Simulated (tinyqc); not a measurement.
Ways to converge the cycle: SCF convergence aids in the sto-3g basis, for H3+, spin multiplicity 1. Computed by the program tinyqc with PySCF. RHF with one setting changed at a time; a run stops when the energy changes by less than 1e-09 hartree and the error matrix is below 1e-5. The start is random orbitals. Damping d keeps d of the old density; a shift (hartree) raises the virtual levels; DIIS n extrapolates F over n matrices.

Geometry (angstrom):

| atom | x | y | z |
|---|---|---|---|
| H | 0.0000 | 0.0000 | 0.0000 |
| H | 0.0000 | 0.0000 | 1.3030 |
| H | 0.0000 | 1.2410 | 0.6520 |

lowest restricted solution found by these runs and by PySCF = -1.161375 hartree

Largest element of the error matrix X^T (FDS - SDF) X:

| iteration | plain | damping 0.3 | damping 0.6 | shift 0.4 | DIIS 3 | DIIS 8 |
|---|---|---|---|---|---|---|
| 1 | 1.8e-01 | 1.8e-01 | 1.8e-01 | 1.8e-01 | 1.8e-01 | 1.8e-01 |
| 2 | 2.7e-01 | 2.0e-01 | 1.7e-01 | 2.0e-01 | 2.7e-01 | 2.7e-01 |
| 3 | 9.0e-02 | 1.6e-01 | 1.7e-01 | 2.2e-01 | 2.6e-01 | 2.6e-01 |
| 4 | 8.8e-03 | 8.7e-02 | 1.5e-01 | 2.5e-01 | 1.3e-01 | 1.3e-01 |
| 5 | 6.5e-04 | 3.8e-02 | 1.2e-01 | 2.1e-01 | 5.8e-03 | 2.1e-01 |
| 6 | 4.7e-05 | 1.5e-02 | 9.3e-02 | 1.2e-01 | 1.1e-03 | 1.0e-02 |
| 8 | 2.4e-07 | 2.2e-03 | 4.8e-02 | 2.4e-02 | 2.2e-08 | 1.7e-03 |
| 10 | - | 3.1e-04 | 2.2e-02 | 4.1e-03 | - | 9.1e-04 |
| 14 | - | 5.2e-06 | 4.4e-03 | 1.1e-04 | - | - |
| 20 | - | 1.0e-08 | 3.3e-04 | - | - | - |
| 30 | - | - | 3.9e-06 | - | - | - |

How each run ends:

| run | iterations | E (hartree) | state |
|---|---|---|---|
| plain | 8 | -1.16138 | lowest found |
| damping 0.3 | 20 | -1.16138 | lowest found |
| damping 0.6 | 42 | -1.16138 | lowest found |
| shift 0.4 | 17 | -1.16138 | lowest found |
| DIIS 3 | 9 | -1.16138 | lowest found |
| DIIS 8 | 13 | -1.16138 | lowest found |

What does the comparison show, and why?

6 of 6 runs reach the lowest restricted solution found, in 8 to 42 iterations (fastest: plain). Plain steps already contract here, so damping only slows them. DIIS minimises the error, not the energy, so it can stall or settle near a saddle, and its small system turns near-singular when few rotations are active.
